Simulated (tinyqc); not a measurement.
# Frequency dispersion of an accumulation capacitance by border traps, distributed model: effects of single changes

Traps spread evenly through the insulator exchange electrons with the semiconductor by tunnelling, with tau(x) = t0 exp(2 ka x) at depth x from the interface. The admittance per area Y seen at depth x obeys dY/dx = -Y^2/(i w eps0 eox) + q Nb ln(1 + i w tau)/tau, with Y(0) = i w Cs and w = 2 pi f; the gate sees Y(tox) = G + i w C. Working variable y = Y/(i w), in uF/cm^2. Cox = eps0 eox/tox.

Values chosen for this exercise; permittivity close to that of zirconium oxide:
- eox = 22.1 (relative permittivity of the insulator)
- tox = 12 nm (insulator thickness)
- Cs = 2.7 uF/cm^2 (semiconductor capacitance in accumulation)
- Nb = 3.7e18 cm^-3 eV^-1 (density of border traps)
- ka = 3.8 1/nm (decay constant of the wave function in the insulator)
- t0 = 1e-10 s (time constant of a trap at the interface)
- f = 1e6 Hz (frequency)

Constants: q = 1.602176634e-19 C, eps0 = 8.8541878128e-14 F/cm where lengths are in cm. Results are converted to the units shown.

Each table varies one quantity; the others keep the values above.

## Capacitance and loss against frequency

Cox; trap-free value 1/(1/Cox + 1/Cs); response depth d = ln(1/(w t0))/(2 ka), where w tau = 1; lumped estimate: all traps within d act as C_bt = q Nb d placed at d/2, so C = 1/{1/[1/(1/Cs + d/(2 eps0 eox)) + C_bt] + (tox - d/2)/(eps0 eox)}. C and G from a fine integration; dispersion -d C/d log10 f over C, from f times and over 1.1. For a broad spread of time constants G/w is close to -(pi/2) dC/d ln w.

The same in every row: trap-free C (uF/cm^2) = 1.017.

Capacitance and loss against frequency:
```
f (Hz),d (nm),C (uF/cm^2),G/w (uF/cm^2),dispersion (% a decade),-(pi/2) dC/d ln w (uF/cm^2),lumped C (uF/cm^2)
10,2.485,1.047,0.003043,0.4261,0.003042,1.044
100,2.182,1.042,0.002873,0.4040,0.002873,1.040
1000,1.879,1.038,0.002709,0.3824,0.002708,1.036
10000,1.576,1.034,0.002550,0.3613,0.002549,1.033
1e5,1.273,1.031,0.002395,0.3405,0.002394,1.029
1e6,0.9701,1.027,0.002245,0.3203,0.002245,1.026
1e7,0.6671,1.024,0.002097,0.3005,0.002099,1.023
```

What does the table show?

C falls from 1.047 to 1.024 uF/cm^2, towards the trap-free 1.017; each decade of frequency removes ln 10/(2 ka) = 0.303 nm from the response depth. The dispersion falls from 0.426 to 0.300 % a decade and G/w falls from 0.00304 to 0.00210 uF/cm^2. G/w lies between 0.999 and 1.00 times -(pi/2) dC/d ln w, the relation for a broad spread of time constants.

## Effect of the decay constant of the wave function in the insulator

Same model as above.

The same in every row: trap-free C (uF/cm^2) = 1.017.

Results:
```
ka (1/nm),d (nm),C (uF/cm^2),G/w (uF/cm^2),dispersion (% a decade),-(pi/2) dC/d ln w (uF/cm^2),lumped C (uF/cm^2)
2.5,1.474,1.034,0.003853,0.5460,0.003851,1.031
3.2,1.152,1.030,0.002788,0.3968,0.002787,1.028
3.9,0.9452,1.027,0.002174,0.3102,0.002174,1.026
4.6,0.8014,1.025,0.001778,0.2541,0.001777,1.024
5.3,0.6955,1.024,0.001502,0.2150,0.001502,1.023
6,0.6144,1.023,0.001299,0.1861,0.001299,1.022
7.4,0.4981,1.022,0.001022,0.1466,0.001022,1.021
```

Estimate the missing row, ka = 6.7 1/nm.

Computed row:
```
ka (1/nm),d (nm),C (uF/cm^2),G/w (uF/cm^2),dispersion (% a decade),-(pi/2) dC/d ln w (uF/cm^2),lumped C (uF/cm^2)
6.7,0.5502,1.022,0.001144,0.1640,0.001144,1.022
```

With this row back in the table: As ka goes from 2.5 to 7.4, C falls from 1.03 to 1.02 uF/cm^2, the dispersion falls from 0.546 to 0.147 % a decade and G/w falls from 0.00385 to 0.00102 uF/cm^2. The lumped estimate is 0.25 % below C in the first row and 0.065 % below it in the last.

Numbers from tinyqc (`OMP_NUM_THREADS=1 python tinyqc.py 2202125 2202126 out.jsonl`; about 0.6 s on one thread of a shared Intel Xeon 2.30GHz).
